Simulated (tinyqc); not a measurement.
Worked calculation: LCCD on RHF in the 6-31g basis, for H2, spin multiplicity 1. Computed by tinyqc, a small Python program that keeps every step (integrals from PySCF). Settings: charge = 0, multiplicity = 1, basis = 6-31g, method = RHF, energy threshold = 1e-10, iteration cap = 89, orthogonalisation = canonical, start = core, DIIS depth = 6, amplitude equations = LCCD, DIIS depth for amplitudes = 0, cap on updates = 50. Command: `OMP_NUM_THREADS=1 python tinyqc.py 29392 29393 out.jsonl` (the two numbers bound the seeds that draw the settings). One thread of a shared host (Intel(R) Xeon(R) Processor @ 2.60GHz), about 0.07 s of CPU time with the checks. The early iterations of the SCF are left out here.

## One-electron integrals

Geometry (angstrom):
```
atom        x        y        z
H     0.00000  0.00000  0.00000
H     0.00000  0.00000  1.06700
```

Basis 6-31g: exponents (1/bohr^2) and contraction coefficients of normalised primitives:
```
element  l (shell)  exponent  coefficient
H            s (1)  18.73114      0.03349
H            s (1)   2.82539      0.23473
H            s (1)   0.64012      0.81376
H            s (2)   0.16128      1.00000
```

Overlap, kinetic and nuclear-attraction integrals over the contracted functions; the nuclear repulsion is the sum of Za Zb / Rab.

nuclear repulsion = 0.4959487 hartree

overlap S, order 1H 1s, 1H 2s, 2H 1s, 2H 2s:
$$\begin{pmatrix}
1.00000 & 0.65829 & 0.21266 & 0.38583 \\
0.65829 & 1.00000 & 0.38583 & 0.72047 \\
0.21266 & 0.38583 & 1.00000 & 0.65829 \\
0.38583 & 0.72047 & 0.65829 & 1.00000
\end{pmatrix}$$

kinetic energy T (hartree), order 1H 1s, 1H 2s, 2H 1s, 2H 2s:
$$\begin{pmatrix}
1.39568 & 0.25974 & -0.00070 & 0.09772 \\
0.25974 & 0.24192 & 0.09772 & 0.13620 \\
-0.00070 & 0.09772 & 1.39568 & 0.25974 \\
0.09772 & 0.13620 & 0.25974 & 0.24192
\end{pmatrix}$$

nuclear attraction V (hartree), order 1H 1s, 1H 2s, 2H 1s, 2H 2s:
$$\begin{pmatrix}
-2.14877 & -1.06569 & -0.40040 & -0.64229 \\
-1.06569 & -1.08456 & -0.64229 & -0.83172 \\
-0.40040 & -0.64229 & -2.14877 & -1.06569 \\
-0.64229 & -0.83172 & -1.06569 & -1.08456
\end{pmatrix}$$

core Hamiltonian H = T + V (hartree), order 1H 1s, 1H 2s, 2H 1s, 2H 2s:
$$\begin{pmatrix}
-0.75309 & -0.80596 & -0.40110 & -0.54456 \\
-0.80596 & -0.84264 & -0.54456 & -0.69552 \\
-0.40110 & -0.54456 & -0.75309 & -0.80596 \\
-0.54456 & -0.69552 & -0.80596 & -0.84264
\end{pmatrix}$$

## Two-electron integrals

Functions are numbered as in S; the eight-fold symmetry (ij|kl) = (ji|kl) = (kl|ij) leaves the list below.

Two-electron integrals (ij|kl) in chemists' order, unique and non-zero (hartree):
```
(11|11) 1.07657   (21|11) 0.57847   (21|21) 0.32942   (22|11) 0.58740
(22|21) 0.36130   (22|22) 0.45315   (31|11) 0.16778   (31|21) 0.09842
(31|22) 0.11252   (31|31) 0.04183   (32|11) 0.21533   (32|21) 0.13491
(32|22) 0.17366   (32|31) 0.06301   (32|32) 0.11207   (33|11) 0.48989
(33|21) 0.31565   (33|22) 0.42739   (33|31) 0.16778   (33|32) 0.32881
(33|33) 1.07657   (41|11) 0.32881   (41|21) 0.18858   (41|22) 0.20915
(41|31) 0.06301   (41|32) 0.08901   (41|33) 0.21533   (41|41) 0.11207
(42|11) 0.38725   (42|21) 0.24079   (42|22) 0.30949   (42|31) 0.08814
(42|32) 0.14744   (42|33) 0.38725   (42|41) 0.14744   (42|42) 0.23522
(43|11) 0.31565   (43|21) 0.20190   (43|22) 0.27226   (43|31) 0.09842
(43|32) 0.18858   (43|33) 0.57847   (43|41) 0.13491   (43|42) 0.24079
(43|43) 0.32942   (44|11) 0.42739   (44|21) 0.27226   (44|22) 0.37090
(44|31) 0.11252   (44|32) 0.20915   (44|33) 0.58740   (44|41) 0.17366
(44|42) 0.30949   (44|43) 0.36130   (44|44) 0.45315
```

## Orthogonalisation

S = U s U^T; canonical form X = U s^(-1/2), so that X^T S X = 1. Each column of U has its largest component positive (the first on a tie).

eigenvalues of S: [0.16101, 0.39201, 0.90586, 2.54112]

X, order 1H 1s, 1H 2s, 2H 1s, 2H 2s:
$$\begin{pmatrix}
-0.70296 & 0.88793 & 0.68127 & 0.27411 \\
1.61596 & -0.69788 & 0.29636 & 0.34875 \\
0.70296 & 0.88793 & -0.68127 & 0.27411 \\
-1.61596 & -0.69788 & -0.29636 & 0.34875
\end{pmatrix}$$

## Iteration 8 (converged): orbitals

converged F (hartree), order 1H 1s, 1H 2s, 2H 1s, 2H 2s:
$$\begin{pmatrix}
0.10590 & -0.41479 & -0.38345 & -0.39813 \\
-0.41479 & -0.30392 & -0.39813 & -0.35477 \\
-0.38345 & -0.39813 & 0.10590 & -0.41479 \\
-0.39813 & -0.35477 & -0.41479 & -0.30392
\end{pmatrix}$$

Diagonalise F' = X^T F X, C = X C', fill 1 alpha and 1 beta electrons from the bottom; D = 2 C_occ C_occ^T. Each column has its largest component positive (the first on a tie).

F' = X^T F X (hartree):
$$\begin{pmatrix}
0.82487 & 0.00000 & -0.44973 & 0.00000 \\
0.00000 & 0.93571 & 0.00000 & -0.00692 \\
-0.44973 & 0.00000 & 0.44972 & 0.00000 \\
0.00000 & -0.00692 & 0.00000 & -0.51279
\end{pmatrix}$$

orbital energies (hartree): MO1 -0.51282, MO2 0.15002, MO3 0.93575, MO4 1.12458

coefficients C, order 1H 1s, 1H 2s, 2H 1s, 2H 2s:
$$\begin{pmatrix}
0.27835 & 0.17709 & 0.88661 & -0.96277 \\
0.34541 & 1.14276 & -0.69954 & 1.18037 \\
0.27835 & -0.17709 & 0.88661 & 0.96277 \\
0.34541 & -1.14276 & -0.69954 & -1.18037
\end{pmatrix}$$

D after iteration 8, order 1H 1s, 1H 2s, 2H 1s, 2H 2s:
$$\begin{pmatrix}
0.15496 & 0.19229 & 0.15496 & 0.19229 \\
0.19229 & 0.23862 & 0.19229 & 0.23862 \\
0.15496 & 0.19229 & 0.15496 & 0.19229 \\
0.19229 & 0.23862 & 0.19229 & 0.23862
\end{pmatrix}$$

## Convergence

Stop when the energy changes by less than 1e-10 hartree and every element of the error matrix X^T (F D S - S D F) X is below 3e-06.

Course of the cycle:
```
iteration  E (hartree)     change  largest element of the error matrix
1           -1.0503735          -                             2.76e-01
2           -1.0813573  -3.10e-02                             4.37e-02
3           -1.0821387  -7.81e-04                             8.00e-05
4           -1.0821387  -2.18e-09                             3.26e-05
5           -1.0821387  -2.63e-10                             2.05e-05
6           -1.0821387  -8.04e-11                             1.49e-05
7           -1.0821387  -3.47e-11                             1.17e-05
8           -1.0821387  -5.63e-11                             6.34e-09
```

PySCF RHF in the same basis = -1.0821387 hartree

Converged in 8 iterations.

## Integrals over molecular orbitals

(pq|rs) = sum C_ip C_jq C_kr C_ls (ij|kl), one index at a time.

one-electron integrals over orbitals h = C^T H C (hartree):
$$\begin{pmatrix}
-1.06527 & 0.00000 & -0.12759 & 0.00000 \\
0.00000 & -0.61793 & 0.00000 & 0.18901 \\
-0.12759 & 0.00000 & 0.03050 & 0.00000 \\
0.00000 & 0.18901 & 0.00000 & 0.12571
\end{pmatrix}$$

Two-electron integrals over orbitals (pq|rs), unique and non-zero (hartree):
```
(11|11) 0.55245    (21|21) 0.11257    (22|11) 0.44026    (22|22) 0.40375
(31|11) 0.12759    (31|22) 0.07106    (31|31) 0.09090    (32|21) 0.01679
(32|32) 0.03961    (33|11) 0.49807    (33|22) 0.40645    (33|31) 0.11796
(33|33) 0.47497    (41|21) -0.07980   (41|32) -0.05305   (41|41) 0.10511
(42|11) -0.13441   (42|22) -0.07527   (42|31) -0.08106   (42|33) -0.12142
(42|42) 0.08382    (43|21) -0.12590   (43|32) -0.04546   (43|41) 0.12391
(43|43) 0.18043    (44|11) 0.55198    (44|22) 0.44760    (44|31) 0.16353
(44|33) 0.52637    (44|42) -0.15954   (44|44) 0.60993
```

## LCCD: starting amplitudes

t_ij^ab = <ij||ab> / (e_i + e_j - e_a - e_b), whose energy is MP2.

Starting amplitudes (spin orbitals 1a, 1b, ...; amplitudes related by a flip of all spins are not repeated):
```
from      to         t
1a 1b  2a 2b  -0.08492
1a 1b  2a 4b   0.03469
1a 1b  4a 4b  -0.03210
1a 1b  3a 3b  -0.03138
```

correlation energy = -0.0213217 hartree

## LCCD: amplitude update 1

t_ij^ab D_ij^ab are set to the remaining terms of the spin-orbital equations, evaluated with the old amplitudes; for the doubles these are <ij||ab> + 1/2 <ab||ef> t_ij^ef + 1/2 <mn||ij> t_mn^ab + P(ij)P(ab) <mb||ej> t_im^ae, D the orbital-energy denominators (linear CCD).

Amplitudes after update 1 (spin orbitals 1a, 1b, ...; amplitudes related by a flip of all spins are not repeated):
```
from      to         t
1a 1b  2a 2b  -0.12504
1a 1b  2a 4b   0.04898
1a 1b  4a 4b  -0.03700
1a 1b  3a 3b  -0.03561
```

correlation energy = -0.0290194 hartree

## LCCD: convergence

E_corr = 1/4 sum <ij||ab> t_ij^ab; stop when the norm of the change is below 1e-8.

Course of the amplitude iterations:
```
update  correlation energy (hartree)  norm of the change
0                         -0.0213217                   -
1                         -0.0290194            9.08e-02
2                         -0.0322234            4.29e-02
3                         -0.0336737            2.08e-02
4                         -0.0343583            1.02e-02
5                         -0.0346877            4.98e-03
6                         -0.0348477            2.44e-03
7                         -0.0349256            1.19e-03
8                         -0.0349637            5.83e-04
9                         -0.0349823            2.85e-04
10                        -0.0349913            1.39e-04
11                        -0.0349958            6.82e-05
12                        -0.0349980            3.33e-05
13                        -0.0349990            1.63e-05
14                        -0.0349995            7.97e-06
15                        -0.0349998            3.90e-06
16                        -0.0349999            1.90e-06
17                        -0.0350000            9.31e-07
18                        -0.0350000            4.55e-07
19                        -0.0350000            2.23e-07
20                        -0.0350000            1.09e-07
21                        -0.0350000            5.32e-08
22                        -0.0350000            2.60e-08
23                        -0.0350000            1.27e-08
24                        -0.0350000            6.22e-09
```

Converged amplitudes (spin orbitals 1a, 1b, ...; amplitudes related by a flip of all spins are not repeated):
```
from      to         t
1a 1b  2a 2b  -0.16346
1a 1b  2a 4b   0.06054
1a 1b  4a 4b  -0.03640
1a 1b  3a 3b  -0.03422
```

LCCD total energy = -1.1171387 hartree

Converged in 24 updates.
